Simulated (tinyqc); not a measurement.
Hot carriers by balance equations with a heated Maxwellian: one step, computed by the program tinyqc.

The carriers follow a Maxwellian at an electron temperature T_e, slightly displaced; the drift energy is neglected against k_B T_e. The balance averages the rate, not the time, so mu_0 lies below the relaxation-time value.

Task: First iteration. Parabolic band: E = hbar^2 k^2/(2 m), speed v = hbar k/m, states per spin, volume and energy g(E) = m k/(2 pi^2 hbar^2). Masses are multiplied by m_0 and all formulas are in SI units. Phonon occupation N_q = 1/(exp(hbar w/(k_B T)) - 1). Acoustic deformation potential (elastic, equipartition, absorption and emission together): 1/tau = 2 pi k_B T D_A^2 g(E)/(hbar rho v_l^2). Optical or intervalley deformation potential: 1/tau = (pi Z_f D_o^2/(rho w)) [N_q g(E + hbar w) + (N_q + 1) g(E - hbar w)], with g = 0 below the band edge. Averages over the Maxwellian, <y> = int y x^(1/2) exp(-x) dx / int x^(1/2) exp(-x) dx with x = E/(k_B T_e), split at x_0 = hbar w/(k_B T_e): 64 Gauss-Legendre points in sqrt(x) below it and 128 in sqrt(x - x_0) above it, up to x = 32. Momentum balance: mu(T_e) = e/(m nu), nu = <x (sum of rates)>/<x>. Power lost per carrier: P(T_e) = hbar w <emission rate - absorption rate> + <(2 m v_l^2/(k_B T)) (E - 2 k_B T) acoustic rate>. Fixed point: T_out = T + (T_e - T) e mu(T_e) F^2/P(T_e), T_new = T_e + mixing (T_out - T_e). Start at T_e = 1.5 T.

Inputs (values chosen for the exercise, modelled on electrons in diamond):
```
quantity,value,unit
effective mass m,0.493,m_0
density rho,3515,kg/m^3
sound velocity v_l,17900,m/s
acoustic deformation potential D_A,8.4,eV
phonon energy hbar w,142,meV
optical or intervalley deformation potential D_o,8.7,1e8 eV/cm
final valleys Z_f,5,-
lattice temperature T,100,K
electric field F,0.47,kV/cm
mixing,0.2,-
```

Band: parabolic. Solver: damped fixed point.

Constants: k_B = 8.617333262e-05 eV/K; k_B = 1.380649e-23 J/K; e = 1.602176634e-19 C; hbar = 1.054571817e-34 J s; m_0 = 9.1093837015e-31 kg; hbar = 6.582119569e-16 eV s.

Give: mu at the start; P at the start; new T_e.

Result:

mu at the start = 21209 cm^2/(V s)

P at the start = 2.528e+08 eV/s

new T_e = 325.3 K
